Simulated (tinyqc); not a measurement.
From results back to parameters: polytypes by hexagonality, and a cubic inclusion as a quantum well. Five cases, with inputs chosen for the exercise.

Problem. A square well of depth V with masses m_w inside and m_b outside (first and second entry of m) binds its lowest level at the given depth below the barrier: k tan(k L/2) = (m_w/m_b) q, k = sqrt(m_w E/c), q = sqrt(m_b (V - E)/c), c = hbar^2/2m0. How many double layers wide is it?

Constants: hbar^2/2m0 = 3.80998211 eV angstrom^2.

Case 1.

Values chosen (out of a larger set: of the order of those of InP; not measured data): m = (0.081, 0.081) m0 (electron mass along c in the cubic layer and in the host); d = 3.398 angstrom (thickness of a double layer).

V = 0.09300 eV
depth V - E = 0.04732 eV

Case 2.

Values chosen (out of a larger set: of the order of those of GaN; not measured data): m = (0.203, 0.192) m0 (electron mass along c in the cubic layer and in the host); d = 2.59 angstrom (thickness of a double layer).

V = 0.28200 eV
depth V - E = 0.15547 eV

Case 3.

Values chosen (out of a larger set: of the order of those of GaAs; not measured data): m = (0.07, 0.064) m0 (electron mass along c in the cubic layer and in the host); d = 3.251 angstrom (thickness of a double layer).

V = 0.10400 eV
depth V - E = 0.04877 eV

Case 4.

Values chosen (out of a larger set: of the order of those of SiC; not measured data): m = (0.334, 0.305) m0 (electron mass along c in the cubic layer and in the host); d = 2.526 angstrom (thickness of a double layer).

V = 0.76400 eV
depth V - E = 0.32972 eV

Case 5.

Values chosen (out of a larger set: of the order of those of InP; not measured data): m = (0.077, 0.078) m0 (electron mass along c in the cubic layer and in the host); d = 3.387 angstrom (thickness of a double layer).

V = 0.14600 eV
depth V - E = 0.03231 eV

Find: k; q; L; N.

Solution. L = (2/k) arctan((m_w/m_b) q/k), and N = L/d.

Case 1.

k = 0.0312 1/angstrom
q = 0.0317 1/angstrom
L = 50.97 angstrom
N = 15.0

Case 2.

k = 0.0821 1/angstrom
q = 0.0885 1/angstrom
L = 20.72 angstrom
N = 8.0

Case 3.

k = 0.0319 1/angstrom
q = 0.0286 1/angstrom
L = 48.77 angstrom
N = 15.0

Case 4.

k = 0.1951 1/angstrom
q = 0.1625 1/angstrom
L = 7.58 angstrom
N = 3.0

Case 5.

k = 0.0479 1/angstrom
q = 0.0257 1/angstrom
L = 20.32 angstrom
N = 6.0

Computed by tinyqc, one run a case: `OMP_NUM_THREADS=1 python tinyqc.py N N+1 out.jsonl` with N = 1880355, 1880363, 1880370, 1880415, 1880439; one thread of a shared Intel(R) Xeon(R) Processor @ 2.30GHz, about 0.09 s a run at most.
